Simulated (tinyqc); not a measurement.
Esaki diode in forward bias, two-band WKB: one step of the calculation.

Abrupt p-n junction, depletion approximation. Energies E are counted from the conduction-band edge of the neutral n side; its Fermi level lies at dn, that of the p side at dn - V, and the valence-band edge of the neutral p side at Em = dn + dp - V. Tunnelling needs 0 < E < Em. Two-band dispersion with equal masses m: inside the gap kappa = sqrt(m u (1 - u/Eg)/C), u the distance from a band edge, C = hbar^2/(2 m0).

Question. Fermi levels and built-in voltage. Nd = Nc F12(dn/Vt), Na = Nv F12(dp/Vt), F12(x) = (2/sqrt(pi)) int_0^infinity sqrt(u)/(1 + exp(u - x)) du; dn = EF - Ec on the n side, dp = Ev - EF on the p side (negative outside the bands); Vbi = Eg + dn + dp.

Parameters, values chosen for the exercise; band and dielectric values those of a made-up semiconductor:
```
symbol    value   unit                                     meaning
T           350      K                                 temperature
Eg        0.939     eV                                    band gap
Nc       3.4e17  cm^-3  conduction-band density of states at 350 K
Nv      7.36e18  cm^-3     valence-band density of states at 350 K
Na       6.8e19  cm^-3                            acceptor density
Nd         4e18  cm^-3                               donor density
```

Constants: q = 1.602176634e-19 C, kB = 1.380649e-23 J/K, Vt = kB T/q. Results are converted to the units shown.

Give: dn; dp; Vbi.

Answer.

dn = 0.1845 eV
dp = 0.1556 eV
Vbi = 1.279 V

Boltzmann statistics would give dn = 0.0743 eV and dp = 0.0671 eV. At zero bias the bands of the two sides overlap by dn + dp.

Range of the model: Parabolic densities of states, no band tails and no gap narrowing, all of which matter at such doping.

tinyqc, about 0.02 s, one thread, Intel Xeon 2.30GHz (shared host): `OMP_NUM_THREADS=1 python tinyqc.py 2620157 2620158 out.jsonl`
